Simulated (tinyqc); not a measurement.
Inside a calculation. Method: CIS and TDHF on RHF in the sto-6g basis, for H4, spin multiplicity 1. One step of it, computed by the program tinyqc.

Problem. CIS matrix, singlets. A(ia,jb) = (e_a - e_i) d_ij d_ab + 2 (ia|jb) - (ij|ab).

orbital energies (hartree): MO1 -0.632585, MO2 -0.521992, MO3 0.509319, MO4 0.880060

Two-electron integrals over orbitals (pq|rs), unique and non-zero (hartree):
```
(11|11) 0.461140    (21|11) -0.000832   (21|21) 0.210215    (22|11) 0.456114
(22|21) 0.000726    (22|22) 0.466586    (31|11) -0.041192   (31|21) -0.000207
(31|22) -0.004602   (31|31) 0.102364    (32|11) -0.000409   (32|21) 0.063946
(32|22) 0.000190    (32|31) 0.000268    (32|32) 0.095771    (33|11) 0.452313
(33|21) 0.000511    (33|22) 0.453542    (33|31) -0.015506   (33|32) 0.000110
(33|33) 0.472212    (41|11) 0.000226    (41|21) -0.017854   (41|22) -0.000014
(41|31) -0.000340   (41|32) 0.074433    (41|33) 0.000021    (41|41) 0.085313
(42|11) -0.052577   (42|21) -0.000171   (42|22) -0.021311   (42|31) 0.099507
(42|32) 0.000357    (42|33) -0.019110   (42|41) -0.000265   (42|42) 0.105084
(43|11) -0.000765   (43|21) 0.201498    (43|22) 0.000749    (43|31) -0.000178
(43|32) 0.065198    (43|33) 0.000569    (43|41) -0.015013   (43|42) -0.000164
(43|43) 0.214813    (44|11) 0.480439    (44|21) -0.000597   (44|22) 0.476635
(44|31) -0.045284   (44|32) -0.000367   (44|33) 0.488404    (44|41) 0.000213
(44|42) -0.058008   (44|43) -0.000591   (44|44) 0.527787
```

Give: CIS matrix A, singlet.

Solution.

CIS matrix A, singlet (hartree), lower triangle:
```
         1>3      1>4     2>3     2>4
1>3   0.8943
1>4   0.0001   1.2028
2>3   0.0000  -0.0526  0.7693
2>4  -0.0025   0.0001  0.0000  1.1356
```
